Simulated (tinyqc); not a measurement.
# Six-transistor SRAM cell, nodal equations and margins: effect of the gain factor of the access transistor

Two cross-coupled inverters (pull-down bn, pull-up bp) hold the nodes Q and QB; access transistors (ba, threshold VTn, gate on the word line at Vdd when selected) join them to the bit lines. Transistor (EKV form, voltages against the body): I = 2 n b Vt^2 [F(vp - Vs) - F(vp - Vd)] from drain to source, F(v) = ln^2(1 + exp(v/(2 Vt))), vp = (Vg - VT + sg |Vd - Vs|)/n. n-channel bodies are at 0; for the p-channel device all voltages are counted down from Vdd. b in uA/V^2 gives I in uA. For an access transistor the bit line is the drain and the node the source. In a read both bit lines are at Vdd. The cell is symmetric (no mismatch).

f(x) is the node voltage of one half-cell for input x: In = Ip in hold, In = Ip + Ia in a read. Static noise margin: side of the largest square between the curve (x, f(x)) and its mirror image (f(y), y); with h(c) the root x of f(x) - x = c, it is the maximum over c > 0 of h(c) - h(-c) + c. Q is the low node in a read and Iread the current of its access transistor. The write trip is the voltage to which the bit line of the high node must fall (the other staying at Vdd) for that state to vanish; higher is easier, and a negative value means that a grounded bit line does not write.

Inputs (values chosen for the exercise): temperature T = 400 K; supply voltage Vdd = 0.5 V; slope factor n = 1.44; drain-induced barrier lowering sg = 0.028; n-channel threshold VTn = 0.31 V; p-channel threshold (magnitude) VTp = 0.31 V; gain factor of the pull-down transistor bn = 230 uA/V^2; gain factor of the pull-up transistor bp = 120 uA/V^2.

Constants: q = 1.602176634e-19 C, kB = 1.380649e-23 J/K, Vt = kB T/q. Results are converted to the units shown.

The same in every row: hold margin (mV) = 190.3.

Result of one run:
```
read margin (mV),Q in a read (mV),Iread (uA),write trip (mV)
91.87,64.02,1.994,131.0
```

Which gain factor of the access transistor ba gave this result: 80, 110, 150 or 300 uA/V^2?

ba = 300 uA/V^2.

The whole series:
```
ba (uA/V^2),read margin (mV),Q in a read (mV),Iread (uA),write trip (mV)
58,137.4,19.49,0.7350,-12.82
80,129.0,25.45,0.9366,21.17
110,120.3,32.67,1.167,51.34
150,111.7,41.01,1.414,78.08
220,100.8,53.03,1.735,108.3
300,91.87,64.02,1.994,131.0
```

As ba goes from 58 to 300 uA/V^2, the read margin falls from 137 to 91.9 mV, the write trip rises from -12.8 to 131 mV and Iread rises from 0.735 to 1.99 uA. The read margin is 0.72 of the hold margin in the first row and 0.48 in the last. Read stability and write ability pull in opposite directions. At ba = 300 uA/V^2 the read margin is under 100 mV, which threshold mismatch, left out here, can use up in a large array. At ba = 58 uA/V^2 the write trip is negative: the cell cannot be written without assist.

tinyqc, about 0.1 s, one thread, Intel Xeon 2.30GHz (shared host): `OMP_NUM_THREADS=1 python tinyqc.py 2340068 2340069 out.jsonl`
